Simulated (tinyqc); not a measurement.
# Resistance of a tapered via with liner, size effect and interface, step by step

Computed by the program tinyqc: `OMP_NUM_THREADS=1 python tinyqc.py 2750048 2750049 out.jsonl`, one thread of a shared Intel Xeon 2.30GHz, about 0.01 s for the whole run. Printed values are rounded.

A round via whose diameter grows from db at the bottom as D(z) = db + 2 z/tan(ang). The fill, of diameter D - 2 tl, starts above the bottom liner (thickness fb tl) and has rho = rho0 (1 + ks lam/(D - 2 tl)); the sidewall liner conducts in parallel with it. The bottom liner and the interface are crossed over the full area pi db^2/4. Spreading in the lines above and below is left out.

Inputs (values chosen for the exercise); fill metal close to copper:
- db = 28 nm (diameter at the bottom)
- hv = 57 nm (height)
- ang = 89 degrees (sidewall angle)
- rho0 = 1.63 uohm cm (bulk resistivity of the fill)
- lam = 39.6 nm (mean free path of the fill)
- ks = 1.1 (size-effect factor)
- tl = 2.8 nm (liner on the sidewall)
- fb = 1 (liner at the bottom over that on the sidewall)
- rl = 250 uohm cm (resistivity of the liner)
- ri = 2e-12 ohm cm^2 (interface resistivity at the bottom)
- Sb = 1.1e15 S/m^2 (ballistic conductance per area, about 3/(4 rho0 lam))

## Slices of the via

Slices between z0 = fb tl and hv, evaluated at their midpoints: conductance per length pi/4 [(D - 2 tl)^2/rho + (D^2 - (D - 2 tl)^2)/rl], slice resistance = slice height over that. 9 slices.

```
slice	z (nm)	D (nm)	rho (uohm cm)	slice resistance (ohm)
0	5.81111	28.2029	4.77132	0.708576
1	11.8333	28.4131	4.74237	0.691474
2	17.8556	28.6233	4.71395	0.674947
3	23.8778	28.8336	4.68604	0.658970
4	29.9	29.0438	4.65864	0.643521
5	35.9222	29.2540	4.63172	0.628576
6	41.9444	29.4643	4.60527	0.614116
7	47.9667	29.6745	4.57929	0.600120
8	53.9889	29.8848	4.55376	0.586569
```

## Total resistance

R_fill = sum of the slices; R_bottom = rl fb tl/(pi db^2/4); R_interface = ri/(pi db^2/4); ballistic (Sharvin) limit 1/(Sb pi (db - 2 tl)^2/4); ideal cylinder rho0 hv/(pi db^2/4).

parts (ohm): fill 5.80687, bottom liner 11.3682, interface 0.324806
R = 17.4999 ohm
shares (%): fill 33.1823, bottom liner 64.9616, interface 1.8560
ballistic limit = 2.30686 ohm
ideal cylinder = 1.50889 ohm

The bottom liner is the largest part, and R is 11.6 times the ideal cylinder. With 2000 slices R = 17.500 ohm.
